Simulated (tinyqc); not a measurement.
Inside a calculation. Model: q-state Potts model on a small periodic square lattice: enumeration, Metropolis, heat-bath and Wolff steps. Computed by tinyqc, a small Python program that keeps every step. Command: `OMP_NUM_THREADS=1 python tinyqc.py 3110246 3110247 out.jsonl potts walk`. One thread of a shared host (Intel(R) Xeon(R) Processor @ 2.30GHz), about 0.04 s of CPU time with the checks. Intermediate numbers are printed to about 5 digits and carried at full precision; extremes and crossings named in words are read from the listed rows.

E = -J x (number of nearest-neighbour bonds with equal states); n x n sites with periodic edges have 2 n^2 bonds. Order parameter m = (q f - 1)/(q - 1), f being the largest share of one state. Sites are numbered row by row from 0. Here q = 4 and n = 3.

Inputs (values chosen for the exercise, for a model of domains or grain orientations):
```
quantity             value  unit
number of states q       4     -
edge n                   3     -
coupling J              52   meV
temperature T          587     K
seed                823058     -
```

Update: Wolff cluster.

Constants: k_B = 8.617333262e-05 eV/K.

## Scales

K = J/(k_B T); the infinite square lattice orders at K_c = ln(1 + sqrt(q)); Wolff bond probability p = 1 - exp(-K).

K = 1.0280

K_c = 1.0986

T_c of the infinite lattice = 549.27 K

p = 0.64228

## Density of states

All q^(n^2) states are counted by their number b of equal bonds; weights g(b) exp(K b), K = J/(k_B T). Per site: u = -J <b>/n^2, c/k_B = K^2 (<b^2> - <b>^2)/n^2.

States by number of equal bonds:
```
b    g(b)  probability
0    1056   1.1582e-06
1    6048   1.8543e-05
2   26568   2.2771e-04
3   45360   1.0868e-03
4   63936   4.2823e-03
5   48384   9.0591e-03
6   34884   1.8259e-02
7   19872   2.9076e-02
8   10368   4.2407e-02
9    2784   3.1832e-02
10   2052   6.5589e-02
11    432   3.8600e-02
12    288   7.1937e-02
14    108   2.1081e-01
18      4   4.7681e-01
```

The most probable level has b = 18 of 18 bonds.

## Exact averages

ln Z = ln sum g(b) exp(K b); entropy per site s/k_B = (ln Z - K <b>)/n^2.

<b> = 14.483

energy u = -83.678 meV/site

heat capacity c = 1.7996 k_B/site

entropy s = 0.63808 k_B/site

## Order parameter

The same sums with m: <m> and the Binder ratio U = 1 - <m^4>/(3 <m^2>^2).

<m> = 0.82075

Binder ratio U = 0.60372

## One Wolff cluster

start states:
```
   1  2  3
1  0  1  0
2  1  3  0
3  3  3  3
```

random numbers, used in turn: 0.6552  0.1940  0.7847  0.1321  0.2542  0.4512  0.1894  0.0250  0.2327  0.2433  0.6826  0.1067  0.5473  0.5297  0.5493  0.1616  0.2725  0.5804  0.1578  0.9344  0.0323  0.5165  0.0227  0.9341  0.0750  0.8001  0.1745  0.4646  0.5764  0.7989  0.9638  0.8380  0.1337  0.9866  0.2072  0.5444  0.9461  0.5943

Seed site = floor(r n^2); new state = (old + 1 + floor(r (q - 1))) mod q. Sites are taken first in, first out; each neighbour (right, left, below, above) with the seed state and not yet in the cluster joins if the next r < p. The cluster then takes the new state.

Bonds tested:
```
from  to       r  result
5      2  0.7847      no
```

seed site = 5

cluster size = 1

states afterwards:
```
   1  2  3
1  0  1  0
2  1  3  1
3  3  3  3
```

## A longer run and its error bar

After 400 updates are discarded, b is recorded for 4000 cluster flips of the update named (random numbers not printed, so these rows are one sample). Records are averaged in blocks; the error is the scatter of block means over sqrt(number of blocks), and the last column its square over that for single records.

Blocking:
```
block length    mean b    error  variance ratio
1             14.60125  0.06079           1.000
4             14.60125  0.10652           3.071
16            14.60125  0.15790           6.748
40            14.60125  0.17041           7.859
100           14.60125  0.19463          10.252
```

The run gives 14.601 +/- 0.170 (blocks of 40) against the exact 14.483, a difference of 0.7 error bars. Single records understate the error by a factor of about 2.8, because successive records are correlated.

## Across the transition

m and U = 1 - <m^4>/(3 <m^2>^2) from the same sums; K = K_c T_c/T.

Exact values for this lattice:
```
T/T_c  share of equal bonds  c (k_B/site)      <m>        U
0.50                0.99903        0.0387  0.99933  0.66655
0.70                0.98553        0.3269  0.98922  0.66429
0.85                0.94557        0.9027  0.95552  0.65480
0.95                0.89297        1.4063  0.90719  0.63859
1.00                0.85844        1.6196  0.87404  0.62610
1.10                0.77870        1.8286  0.79456  0.59163
1.25                0.65916        1.5904  0.66979  0.52309
1.50                0.52113        0.8700  0.51934  0.41492
2.00                0.40589        0.2863  0.39121  0.32317
3.00                0.33643        0.0824  0.31759  0.30123
```

c is largest, 1.83 k_B, at T/T_c = 1.1: on so small a lattice the transition is a broad bump. At T_c the infinite lattice has a share (1 + 1/sqrt(q))/2 = 0.750 of equal bonds, against 0.858 here. <m> stays at 0.32 at 3 T_c, since the largest share among 9 sites always exceeds 1/q on average.

Checks made by the program: number of states (relative difference below 1e-10).
